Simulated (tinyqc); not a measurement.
MESFET, gradual channel with velocity saturation: two steps of the calculation.

A uniformly doped n-type channel, depleted from the top by a Schottky gate; at channel potential V the depleted share of a is u = sqrt((Vbi - Vg + V)/Vp), s at the source. Electrons drift with v = mu E/(1 + mu E/vsat). Abrupt depletion edge, no series resistance, source at 0.

Inputs (values chosen for the exercise): gate voltage Vg = 0 V; drain voltage Vd = 0.57 V.

Task 1. Current below saturation. u = sqrt((Vbi - Vg + Vd)/Vp). I = (G0 Vp/3) F/(1 + Z (u^2 - s^2)), F = 3 (u^2 - s^2) - 2 (u^3 - s^3), with u at V = Vd; Z = 0 gives constant mobility, for which u stops at 1.

Vbi = 0.61447544 V
Vp = 4.2006548 V
G0 = 131.21827 mS
Z = 3.6755729
s = 0.38246682

Wanted: u; F; I for Z = 0; I.

Result 1.

u = 0.53101
F = 0.21951
I for Z = 0 = 40.332 mA
I = 26.910 mA

The falling mobility lowers the current by 33.3 %.

Task 2. Saturation voltage, current and transconductance. Vdsat = Vp (um^2 - s^2); Isat = (G0 Vp/Z)(1 - um), which is q Nd vsat a W (1 - um); gm = G0 (um - s)/(1 + Z (um^2 - s^2)). For Z = 0: Vdsat = Vp (1 - s^2), Isat = (G0 Vp/3)(1 - 3 s^2 + 2 s^3), gm = G0 (1 - s).

um = 0.74971496
Vp = 4.2006548 V
G0 = 131.21827 mS
Z = 3.6755729
s = 0.38246682

Find: Vdsat; Isat; gm; Vdsat for Z = 0; Isat for Z = 0; gm for Z = 0.

Result 2.

Vdsat = 1.747 V
Isat = 37.53 mA
gm = 19.06 mS
Vdsat for Z = 0 = 3.586 V
Isat for Z = 0 = 123.7 mA
gm for Z = 0 = 81.03 mS

The current saturates with 25.0 % of the channel still open at the drain, at 0.304 of the constant-mobility current.

tinyqc, about 0.05 s, one thread, Intel Xeon 2.30GHz (shared host): `OMP_NUM_THREADS=1 python tinyqc.py 2500011 2500012 out.jsonl`
